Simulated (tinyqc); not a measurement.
Changing the pair cut-off c/a: Finnis-Sinclair potential for a bcc metal: fit to cohesion and elasticity, then vacancy, surfaces and structure. Computed by tinyqc, a small Python program. Command: `OMP_NUM_THREADS=1 python tinyqc.py 3114125 3114126 out.jsonl fsfit sweep`. One thread of a shared host (Intel(R) Xeon(R) Processor @ 2.30GHz), about 0.02 s of CPU time with the checks.

E = (1/2) sum V(r) - A sqrt(rho), rho = sum phi(r), phi = (r - d)^2 for r < d, V = (r - c)^2 (c0 + c1 r + c2 r^2) for r < c. In bcc the 8 first neighbours lie at sqrt(3) a/2 and the 6 second at a; both cut-offs lie below the third shell; Omega = a^3/2; E is per atom and z the number of atoms in a shell. The four constants A, c0, c1, c2 are fitted to E_c, zero pressure, B and C12 - C44 alone, so C44 and C11 - C12 are not matched singly; defects are unrelaxed.

Inputs (values chosen for the exercise, modelled on niobium):
```
quantity             value      unit
lattice constant a     3.3  angstrom
cohesive energy E_c   7.53        eV
target C11             249       GPa
target C12             136       GPa
target C44            28.9       GPa
density cut-off d/a    1.2         -
```

Constants: 1 eV/angstrom^3 = 160.2176634 GPa; 1 eV/angstrom^2 = 16.02176634 J/m^2.

Method:
- rho = sum z phi, rho1 = sum z r phi', rho2 = sum z r^2 phi''. At zero pressure the effective pair part V + 2 F' phi obeys C12 = C44, so C12 - C44 = F'' (rho1/3)^2/Omega with F'' = A/(4 rho^(3/2)); this gives A.
- With v_k = (r - c)^2 r^k the rows are (1/2) sum z v_k, (1/2) sum z r v_k' and (1/2) sum z r^2 v_k''. With rho1 = sum z r phi' and rho2 = sum z r^2 phi'' the right-hand sides are: -E_c + A sqrt(rho) (cohesion); A rho1/(2 sqrt(rho)) (zero pressure); 9 B Omega + A [rho2/(2 sqrt(rho)) - rho1^2/(4 rho^(3/2))] with B = (C11 + 2 C12)/3.
- Solve the three equations.
- Second differences of E with strains of 1e-4: e_xx gives C11, (e_xx, e_yy) = (1, -1) gives 2 (C11 - C12), an engineering shear gives C44. B and C12 - C44 are fitted; the one combination left tests the choice of d.
- E_v = -A sum_shells z [sqrt(rho - phi(r)) - sqrt(rho)] - (1/2) sum z V(r): the neighbours lose one bond each, and the atom is put back in the bulk.
- An atom in layer i below the surface keeps only neighbours no higher than the top layer; gamma = sum_i (E_i + E_c)/(area per surface atom), with layer spacings a/2, a/sqrt2 and areas a^2, a^2/sqrt2 for (100) and (110).

One run for each value:
```
pair cut-off c/a  error of C44 (%)  vacancy energy E_v (eV)  gamma(100) (J/m^2)
1.11                       -61.118                   2.0427              1.6993
1.16                       -41.921                   2.0427              1.7014
1.24                        16.305                   2.0427              1.7080
1.29                        43.380                   2.0427              1.7112
1.33                        59.219                   2.0427              1.7130
1.38                        73.393                   2.0427              1.7147
```

Give the missing row, pair cut-off c/a = 1.20.

Computed row:
```
pair cut-off c/a  error of C44 (%)  vacancy energy E_v (eV)  gamma(100) (J/m^2)
1.20                       -11.612                   2.0427              1.7048
```

Interpolating between the two neighbouring rows (linearly) misses most in error of C44 (%), by 10 %. Over the rows, error of C44 (%) rises from -61.1 to 73.4; vacancy energy E_v (eV) does not change; gamma(100) (J/m^2) rises from 1.699 to 1.715 (exponent d ln y / d ln x 0.028 between the first rows and 0.026 between the last).  Left out: 1.02, 1.06 (the fit is far from the shear constants).
